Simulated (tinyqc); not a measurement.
What moves the populations: electrons shared among three sets of ellipsoidal valleys.

F_j(eta) = (1/Gamma(j + 1)) integral_0^infinity x^j dx/(1 + exp(x - eta)), which tends to exp(eta) for eta << 0.

Sets L, Gamma, Delta: N_i = M_i times N = 2 (m kB T/(4 pi c))^(3/2) with c = hbar^2/2m0, in 1/angstrom^3; times 1e24 for 1/cm^3, m = (ml mt^2)^(1/3); n = sum_i N_i F_1/2((EF - dE_i)/kT), energies from the edge of the first set; mu_drift = sum of share times mobility.

Constants: hbar^2/2m0 = 3.80998211 eV angstrom^2; kB = 8.617333262e-05 eV/K.

Values chosen for the exercise (masses and offsets near those of Ge; mobilities are free inputs, held fixed; the results hold for these values, not for the real material): dE = (0, 0.156, 0.205) eV (edges of L, Gamma, Delta above the first); M = (4, 1, 6) (valleys in each set); ml = (1.661, 0.043, 0.86) m0 (longitudinal masses of L, Gamma, Delta); mt = (0.0792, 0.043, 0.2088) m0 (transverse masses); mu = (3600, 18000, 1000) cm^2/(V s) (mobility of each set); n = 1.2e+16 1/cm^3 (total electron density); T = 300 K.

All else solved anew.

Results for these values:

| case | EF (eV) | share L | share Gamma | share Delta | mu_drift (cm^2/(V s)) |
|---|---|---|---|---|---|
| base | -0.1745 | 0.9989 | 0.0001 | 0.0010 | 3598 |

What happens to each result for mt = (0.0792, 0.0516, 0.2088) m0, all else kept?

Answer: EF does not change at the printed digits; share L does not change at the printed digits; share Gamma does not change at the printed digits; share Delta does not change at the printed digits; mu_drift does not change at the printed digits.

The same for each parameter in turn:

| case | EF (eV) | share L | share Gamma | share Delta | mu_drift (cm^2/(V s)) |
|---|---|---|---|---|---|
| base | -0.1745 | 0.9989 | 0.0001 | 0.0010 | 3598 |
| T = 350 K | -0.2106 | 0.9967 | 0.0001 | 0.0032 | 3594 |
| n = 3.6e+16 1/cm^3 | -0.1461 | 0.9989 | 0.0001 | 0.0010 | 3598 |
| dE = (0, 0.1248, 0.205) eV | -0.1745 | 0.9988 | 0.0002 | 0.0010 | 3600 |
| mt = (0.0792, 0.0516, 0.2088) m0 | -0.1745 | 0.9989 | 0.0001 | 0.0010 | 3598 |
| ml = (1.661, 0.0516, 0.86) m0 | -0.1745 | 0.9989 | 0.0001 | 0.0010 | 3598 |
| mu = (4320, 18000, 1000) cm^2/(V s) | -0.1745 | 0.9989 | 0.0001 | 0.0010 | 4317 |

Program tinyqc; command `OMP_NUM_THREADS=1 python tinyqc.py 1650718 1650719 out.jsonl`; about 0.01 s on one thread of a shared Intel(R) Xeon(R) Processor @ 2.30GHz.
